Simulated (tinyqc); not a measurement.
# Worked calculation: free and trapped electrons in a MOS channel with a dense trap tail

Computed by the program tinyqc: `OMP_NUM_THREADS=1 python tinyqc.py 2222065 2222066 out.jsonl`, one thread of a shared Intel Xeon 2.30GHz, about 0.03 s for the whole run. Printed values are rounded.

p-type body, charge-sheet picture, full ionisation (an idealisation for deep acceptors), Boltzmann statistics for free electrons. e = Ec - EF at the surface. Acceptor-like traps of density D(E) = D0 + De exp(-E/Ew) at depth E below Ec, from 0 to Eu, hold n_t = integral of D(E)/(1 + exp((e - E)/Vt)). psi = Eg - Vt ln(Nv/Na) - e; N_dep = sqrt(2 eps0 eps_r Na (psi - Vt)/q); n_f = sqrt(N_dep^2 + 2 eps0 eps_r Vt Nc exp(-e/Vt)/q) - N_dep; Vg = Vfb + psi + q (N_dep + n_t + n_f)/Cox, Cox = eps0 eox/tox.

Values chosen for this exercise; band and dielectric values close to those of 4H silicon carbide:
```
symbol    value         unit                                             meaning
T           400            K                                         temperature
Eg          3.2           eV                                            band gap
eps_r      9.81                                            relative permittivity
Nc      2.63e19        cm^-3              conduction-band density of states at T
Nv      3.93e19        cm^-3                 valence-band density of states at T
eox         3.9                           relative permittivity of the insulator
tox          35           nm                                 insulator thickness
Na       3.4e16        cm^-3                                    acceptor density
Vfb       -2.21            V            flat-band voltage without trapped charge
D0       1.2e11  cm^-2 eV^-1  constant background density of acceptor-like traps
De       1.3e13  cm^-2 eV^-1          density of the tail at the conduction edge
Ew          0.1           eV                            decay energy of the tail
Eu         0.61           eV        depth below Ec down to which the traps reach
mf           88   cm^2/(V s)                          mobility of free electrons
e           0.1           eV                              Ec - EF at the surface
```

Constants: q = 1.602176634e-19 C, kB = 1.380649e-23 J/K, Vt = kB T/q, eps0 = 8.8541878128e-14 F/cm where lengths are in cm. Results are converted to the units shown.

## Trapped charge

Trapezoid rule on 13 equal steps from 0 to Eu, f = 1/(1 + exp((e - E)/Vt)).

| point | E (eV) | D(E) f (cm^-2 eV^-1) |
|---|---|---|
| 0 | 0 | 6.835225e11 |
| 1 | 0.04692308 | 1.456846e12 |
| 2 | 0.09384615 | 2.371248e12 |
| 3 | 0.1407692 | 2.526884e12 |
| 4 | 0.1876923 | 1.956137e12 |
| 5 | 0.2346154 | 1.337645e12 |
| 6 | 0.2815385 | 8.938489e11 |
| 7 | 0.3284615 | 6.061130e11 |
| 8 | 0.3753846 | 4.244132e11 |
| 9 | 0.4223077 | 3.104684e11 |
| 10 | 0.4692308 | 2.391463e11 |
| 11 | 0.5161538 | 1.945262e11 |
| 12 | 0.5630769 | 1.666154e11 |
| 13 | 0.61 | 1.491572e11 |

n_t = 6.053186e11 cm^-2

With 1600 steps n_t = 6.076e11 cm^-2; the coarse value is 0.37 % below it.

## Charges and gate voltage

psi, N_dep, n_f and Vg as defined, with the n_t given; free share n_f/(n_f + n_t); apparent mobility mf n_f/(n_f + n_t); gate voltage spent on traps q n_t/Cox.

psi = 2.856901 V
N_dep = 1.020046e12 cm^-2
n_f = 2.372237e11 cm^-2
Vg = 3.671599 V
free share = 28.15570 %
apparent mobility = 24.77702 cm^2/(V s)
gate voltage spent on traps = 0.9829900 V
